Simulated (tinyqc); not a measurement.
# Worked calculation: reverse leakage of an n+-p junction: diffusion, generation, trap-assisted and band-to-band tunnelling

tinyqc, about 0.01 s, one thread, Intel Xeon 2.30GHz (shared host): `OMP_NUM_THREADS=1 python tinyqc.py 2290099 2290100 out.jsonl` Printed values are rounded; ~0 in a residual or rate marks an entry under 1e-11 of the largest of its column.

One-sided abrupt junction in the depletion approximation, x from the junction (0) to W on the p side, field F = F0 (1 - x/W). Flat quasi-Fermi levels, long p side. Traps generate through SRH with both lifetimes shortened by 1 + Gamma (Hurkx enhancement, form for moderate fields); band-to-band generation is local and needs a total bending above Eg.

Values chosen for this exercise; band and dielectric values close to those of silicon:

| symbol | value | unit | meaning |
|---|---|---|---|
| T | 350 | K | temperature |
| Eg | 1.14 | eV | band gap |
| eps_r | 11.8 |  | relative permittivity |
| Nc | 3.45e19 | cm^-3 | conduction-band density of states at T |
| Nv | 3.39e19 | cm^-3 | valence-band density of states at T |
| Na | 1.2e18 | cm^-3 | acceptor density of the lighter side |
| Nd | 1e19 | cm^-3 | donor density of the heavier side |
| tau | 4e-6 | s | SRH lifetime of both carriers at zero field |
| Et | 0.13 | eV | trap level above the intrinsic level |
| mt | 0.26 | m0 | tunnelling mass |
| Dn | 20 | cm^2/s | electron diffusion coefficient on the lighter side |
| Ab | 7.6e14 | cm^-0.5 V^-2.5 s^-1 | band-to-band prefactor |
| Bb | 1.88e7 | V/cm | band-to-band field constant |
| VR | 0.5 | V | reverse bias |

Constants: q = 1.602176634e-19 C, kB = 1.380649e-23 J/K, hbar = 1.054571817e-34 J s, m0 = 9.1093837015e-31 kg, Vt = kB T/q, eps0 = 8.8541878128e-14 F/cm where lengths are in cm. Results are converted to the units shown.

## Field, scales and diffusion current

ni = sqrt(Nc Nv) exp(-Eg/(2 Vt)), Eg in volts; Vbi = Vt ln(Na Nd/ni^2); W = sqrt(2 eps0 eps_r (Vbi + VR)/(q Na)); F0 = 2 (Vbi + VR)/W; FG = sqrt(24 mt m0 (kB T)^3)/(q hbar); J_diff = q ni^2 sqrt(Dn/tau)(1 - exp(-VR/Vt))/Na.

ni = 2.12017e11 cm^-3
Vbi = 1.00188 V
W = 40.4019 nm
F0 = 743.469 kV/cm
FG = 473.999 kV/cm
J_diff = 1.34201e-11 A/cm^2

## Generation rates across the layer

u = (Vbi + VR)(1 - x/W)^2, p = Na exp(-u/Vt), n = Nd exp((u - Vbi - VR)/Vt); G0 = ni^2 (1 - exp(-VR/Vt))/(tau (n + p + 2 ni cosh(Et/Vt))); Gamma = 2 sqrt(3 pi)(F/FG) exp((F/FG)^2); trap-assisted part G0 Gamma; G_bb = Ab F^2.5 exp(-Bb/F) with F in V/cm, zero unless Vbi + VR > Eg. 15 equal steps.

```
point,x (nm),F (kV/cm),Gamma,G0 (cm^-3 s^-1),G0 Gamma (cm^-3 s^-1),G_bb (cm^-3 s^-1)
0,0.0000,743.469,112.747,1.12378e9,1.26703e11,3.77599e18
1,2.6935,693.905,76.6356,6.88063e11,5.27301e13,5.22034e17
2,5.3869,644.340,52.9702,1.96338e14,1.04001e16,5.39675e16
3,8.0804,594.776,37.2008,7.04417e14,2.62049e16,3.88393e15
4,10.7739,545.211,26.5182,7.11683e14,1.88726e16,1.76544e14
5,13.4673,495.646,19.1615,7.11715e14,1.36375e16,4.42418e12
6,16.1608,446.082,14.0103,7.10844e14,9.95911e15,5.02477e10
7,18.8542,396.517,10.3411,6.75504e14,6.98544e15,1.92899e8
8,21.5477,346.952,7.67969,2.86647e14,2.20136e15,~0
9,24.2412,297.388,5.71037,2.60314e13,1.48649e14,~0
10,26.9346,247.823,4.21937,2.36026e12,9.95881e12,~0
11,29.6281,198.259,3.05914,3.22969e11,9.88006e11,~0
12,32.3216,148.694,2.12530,6.86283e10,1.45855e11,~0
13,35.0150,99.129,1.34148,2.26961e10,3.04464e10,~0
14,37.7085,49.565,0.649096,1.16845e10,7.58434e9,~0
15,40.4019,0.000,0,9.36471e9,0,0
```

## Current components

Each current is q times the trapezoid sum of its rate; J adds J_diff; J_bb under 1e-8 of the sum is given as 0.

J_SRH = 1.73767e-10 A/cm^2
J_TAT = 3.81799e-9 A/cm^2
J_bb = 1.06507e-7 A/cm^2
J = 1.10512e-7 A/cm^2

A fine grid gives J = 8.654e-8 A/cm^2; the coarse sum is 28 % above it. On the fine grid the largest part is band-to-band tunnelling (95.3 %). The simple estimate q ni W/(2 tau cosh(Et/Vt)) is 2.62 times the fine-grid J_SRH of 1.758e-10 A/cm^2, since near both edges n or p is large enough to quench generation.
